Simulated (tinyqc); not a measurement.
Worked calculation: ion implantation: universal nuclear stopping, Lindhard-Scharff electronic stopping and a Gaussian range profile. Computed by tinyqc, a small Python program that keeps every step. Command: `OMP_NUM_THREADS=1 python tinyqc.py 3012515 3012516 out.jsonl implant walk`. One thread of a shared host (Intel(R) Xeon(R) Processor @ 2.30GHz), about 0.06 s of CPU time with the checks. Intermediate numbers are printed to about 6 digits and carried at full precision; extremes and crossings named in words are read from the listed rows.

An ion slows by elastic collisions with screened nuclei and by friction with electrons; channelling is ignored and the target is uniform.

Inputs (values chosen for the exercise, modelled on oxygen ions in aluminium):

| quantity | value | unit |
|---|---|---|
| ion atomic number Z1 | 8 | - |
| ion mass M1 | 16 | u |
| target atomic number Z2 | 13 | - |
| target mass M2 | 26.98 | u |
| target density N | 60.2 | 1/nm^3 |
| ion energy E | 3.2 | keV |
| scale factor of electronic stopping k | 1.2 | - |
| dose Q | 1.9e+14 | 1/cm^2 |
| background C_B | 3.7e+16 | 1/cm^3 |
| displacement energy E_d | 25 | eV |
| tilt angle | 15 | degrees |
| screen thickness d | 8 | nm |

Follow-up: tilt and screen oxide.

## Stopping at the entry energy

Reduced energy eps = 32.53 M2 E/(Z1 Z2 (M1 + M2)(Z1^0.23 + Z2^0.23)), E in keV; s_n = ln(1 + 1.1383 eps)/(2 (eps + 0.01321 eps^0.21226 + 0.19593 eps^0.5)) for eps up to 30 and ln(eps)/(2 eps) above; S_n = 8.462 Z1 Z2 M1 s_n/((M1 + M2)(Z1^0.23 + Z2^0.23)) in 1e-15 eV cm^2. S_e = k 3.83 Z1^(7/6) Z2/(Z1^(2/3) + Z2^(2/3))^(3/2) sqrt(E/M1) in 1e-15 eV cm^2, E in keV. dE/dx = N (S_n + S_e); 1e-15 eV cm^2 = 0.1 eV nm^2.

reduced energy eps = 0.183870

s_n = 0.342903

S_n = 32.8750 x 1e-15 eV cm^2

S_e = 10.2775 x 1e-15 eV cm^2

energy loss dE/dx = 259.778 eV/nm

Nuclear stopping carries 76 % of the loss at entry.

## Range and straggle

Path length R = int_0^E dE'/(N (S_n + S_e)); energy lost to nuclei nu = int_0^E S_n/(S_n + S_e) dE' (both with E' = E y^3 and 64 Gauss-Legendre points in y). Estimates of Lindhard type: R_p = R/(1 + M2/(3 M1)), straggle dR_p = (2/3) R_p sqrt(M1 M2)/(M1 + M2).

path length R = 17.7920 nm

projected range R_p = 11.3899 nm

straggle dR_p = 3.67065 nm

energy lost to nuclei nu = 2.58974 keV

81 % of the energy goes to nuclei over the whole path.

## Gaussian profile

C(x) = C_p exp(-(x - R_p)^2/(2 dR_p^2)) with C_p = Q/(sqrt(2 pi) dR_p), 1 nm = 1e-7 cm; the profile falls to the background at x_j = R_p + dR_p sqrt(2 ln(C_p/C_B)); the peak atomic fraction is C_p/N.

peak concentration C_p = 2.06500e+20 1/cm^3

Depth x_j where C falls to C_B = 26.6371 nm

peak atomic fraction = 0.00343024

## Damage

Kinchin-Pease count with efficiency 0.8: N_d = 0.8 nu/(2 E_d), taking all of nu as damage energy (an upper estimate, as recoils also lose energy to electrons). Spread over a depth R_p + dR_p, displacements per atom = Q N_d/(N (R_p + dR_p)).

displacements per ion N_d = 41.4358

displacements per atom = 0.0868345

One displacement per atom would need a dose of 2.2e15 per cm^2 if no defects annealed.

## Tilt and screen

Depths scale with cos(tilt): R_p cos and dR_p cos (lateral straggle ignored); the screen stops like the target. Fraction in the substrate = (1/2) erfc((d - R_p cos)/(sqrt2 dR_p cos)); peak depth below the screen = R_p cos - d.

fraction in the substrate = 0.801399

peak depth below the screen = 3.00179 nm

20 % of the dose does not reach the substrate.

## Nuclear against electronic stopping over energy

The formulas are those given above.

Stopping (1e-15 eV cm^2) and range:

| E (keV) | eps | S_n | S_e | R (nm) | nu/E |
|---|---|---|---|---|---|
| 1 | 5.74594e-02 | 27.2066 | 5.745 | 8.400 | 0.849314 |
| 2 | 1.14919e-01 | 31.0680 | 8.125 | 12.968 | 0.828829 |
| 5 | 2.87297e-01 | 33.7015 | 12.847 | 24.438 | 0.785175 |
| 10 | 5.74594e-01 | 32.8270 | 18.168 | 41.363 | 0.733434 |
| 20 | 1.14919e+00 | 29.2065 | 25.694 | 72.621 | 0.658775 |
| 50 | 2.87297e+00 | 21.6006 | 40.625 | 157.624 | 0.519974 |
| 100 | 5.74594e+00 | 15.5333 | 57.453 | 280.578 | 0.395094 |
| 200 | 1.14919e+01 | 10.4107 | 81.251 | 482.531 | 0.274568 |
| 500 | 2.87297e+01 | 5.6571 | 128.469 | 924.370 | 0.150446 |

Nuclear stopping peaks near 5 keV among these rows (eps = 0.29; the universal curve peaks near 0.3). Electronic stopping overtakes it between 20 and 50 keV. The path length grows as E^0.63 at the low end and E^0.71 at the high end; constant stopping would give E^1, and stopping that rises with E, be it nuclear (below its peak) or electronic, gives a lower exponent.

Checks made by the program: range against adaptive quadrature (relative difference 4e-06).
